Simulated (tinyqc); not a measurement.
Bandgap voltage reference from two bipolar transistors: output against temperature.

Two transistors of area 1 and N carry the same current I. Is(T) = Is (T/T0)^eta exp[(Vg0 q/kB)(1/T0 - 1/T)], VBE1 = Vt ln(I/Is(T)) + I rb, VBE2 = Vt ln(I/(N Is(T))) + I rb/N. The amplifier forces I R1(T) = VBE1 - VBE2 + Vos, with R(T) = R (1 + tc (T - T0)) for both resistors, and the output is Vref = VBE1 + I R2(T). Base currents and the Early effect are neglected.

Vt = kB T/q; I = (Vt ln N + Vos)/(R1(T) - rb (1 - 1/N)).

Values chosen for this exercise; values of the order met in silicon bipolar transistors:
```
symbol,value,unit,meaning
T0,300,K,reference temperature
Vg0,1.157,V,band-gap voltage extrapolated to 0 K
eta,3.1,,temperature exponent of the saturation current
Is,7.9e-18,A,saturation current of the unit transistor at T0
N,8,,area ratio of the second transistor
R1,4.7,kohm,"resistor across which the difference of VBE falls, at T0"
tc,-1200,ppm/K,temperature coefficient of both resistors
Vos,-0.5,mV,offset of the amplifier
rb,13,ohm,series resistance of the unit transistor
R2,39.56,kohm,output resistor at T0
```

Constants: q = 1.602176634e-19 C, kB = 1.380649e-23 J/K. Results are converted to the units shown.

Results:
```
T (K)  I (uA)  VBE1 (V)  I R2 (V)  Vref (V)  Vref - Vref(T0) (mV)  dVref/dT (uV/K)
218     7.487    0.8530    0.3253     1.178                 5.097           -41.29
233     8.142    0.8296    0.3480     1.178                 4.412           -49.96
253     9.051    0.7983    0.3782     1.177                 3.308           -60.23
273     10.00    0.7667    0.4085     1.175                 2.011           -69.19
323     12.59    0.6871    0.4842     1.171                -1.914           -86.75
348     14.00    0.6470    0.5220     1.169                -4.167           -93.30
373     15.51    0.6068    0.5599     1.167                -6.568           -98.53
398     17.12    0.5664    0.5977     1.164                -9.084           -102.5
423     18.85    0.5259    0.6356     1.162                -11.68           -105.4
```

Estimate the missing row, T = 298 K.

Computed row:
```
T (K)  I (uA)  VBE1 (V)  I R2 (V)  Vref (V)  Vref - Vref(T0) (mV)  dVref/dT (uV/K)
298     11.26    0.7270    0.4463     1.173                0.1582           -78.77
```

With this row back in the table: VBE1 falls by 1.60 mV/K on average and I R2 rises by 1.51 mV/K. Between 233 and 398 K Vref spans 13.5 mV, or 69.8 ppm/K by the box method (span over the average over T, over 165 K).

Computed by the program tinyqc: `OMP_NUM_THREADS=1 python tinyqc.py 2062032 2062033 out.jsonl`, one thread of a shared Intel Xeon 2.30GHz, about 0.02 s for the whole run.
